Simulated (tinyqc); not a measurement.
## Long-channel MOSFET, surface-potential model: effect of the temperature

n-channel transistor on a uniformly doped p-type body, gradual-channel approximation, constant mobility, Boltzmann statistics, full ionisation. Potentials are counted from the neutral body; V is the electron quasi-Fermi potential, Vsb at the source and Vsb + Vds at the drain. Charges are magnitudes per area.

Nc and Nv are given at 293 K and scale as (T/293 K)^1.5; Eg, Vfb and mu are held fixed. ni = sqrt(Nc Nv) exp(-Eg/(2 Vt)), Eg in volts; phiF = Vt ln(Na/ni); Cox = eps0 eox/tox; gamma = sqrt(2 q eps0 eps_r Na)/Cox. The surface potential psi at channel potential V solves Vgs + Vsb - Vfb - psi = gamma sqrt(G), G = psi - Vt + Vt exp((psi - 2 phiF - V)/Vt). Charge sheet: Qi = Cox gamma [sqrt(G) - sqrt(psi - Vt)]; I = mu (W/L) [integral of Qi dpsi from psi_0 to psi_L (drift) + Vt (Qi0 - QiL) (diffusion)], with psi_0 at V = Vsb and psi_L at V = Vsb + Vds. VT = Vfb + 2 phiF + gamma sqrt(2 phiF + Vsb), m = 1 + gamma/(2 sqrt(2 phiF + Vsb)). The swing is 20 mV/log10[I(VT - 0.14 V)/I(VT - 0.16 V)] of the charge-sheet current at the given Vds.

Inputs (values chosen for the exercise); material values those of a made-up semiconductor:
```
symbol    value        unit                                                         meaning
Eg         1.34          eV                                                        band gap
eps_r      13.3                                  relative permittivity of the semiconductor
Nc      2.59e19       cm^-3  conduction-band density of states at the reference temperature
Nv      2.22e19       cm^-3     valence-band density of states at the reference temperature
Na       2.1e16       cm^-3                                    acceptor density of the body
eox        3.73                                 relative permittivity of the gate insulator
tox          12          nm                                             insulator thickness
Vfb        -0.5           V                                               flat-band voltage
mu          160  cm^2/(V s)                                                channel mobility
W             5          um                                                      gate width
L             2          um                                                     gate length
Vsb           0           V                                        source-body reverse bias
Vgs        1.11           V                                             gate-source voltage
Vds         0.5           V                                            drain-source voltage
```

Constants: q = 1.602176634e-19 C, kB = 1.380649e-23 J/K, Vt = kB T/q, eps0 = 8.8541878128e-14 F/cm where lengths are in cm. Results are converted to the units shown.

The same in every row: gamma (V^0.5) = 0.3234.

Results:
```
T (K)  VT (V)      m  swing (mV/decade)  I at Vgs, Vds (uA)
220    0.9269  1.155              51.44              0.7390
250    0.8779  1.158              58.78               1.238
310    0.7761  1.165              73.85               2.691
340    0.7237  1.169              81.63               3.659
370    0.6702  1.174              89.63               4.795
400    0.6158  1.178              97.87               6.105
430    0.5605  1.184              106.4               7.587
```

Estimate the missing row, T = 280 K.

Computed row:
```
T (K)  VT (V)      m  swing (mV/decade)  I at Vgs, Vds (uA)
280    0.8276  1.161              66.24               1.886
```

With this row back in the table: As T goes from 220 to 430 K, VT falls from 0.927 to 0.560 V, the swing rises from 51.4 to 106 mV a decade and the current rises from 0.739 to 7.59 uA. The swing is 2.0 % above m Vt ln 10 in the first row and 5.4 % above it in the last. In every row the mobility is held fixed, though a real channel mobility changes with T and would alter the trend of the current.

Numbers from tinyqc (`OMP_NUM_THREADS=1 python tinyqc.py 2360049 2360050 out.jsonl`; about 0.04 s on one thread of a shared Intel Xeon 2.30GHz).
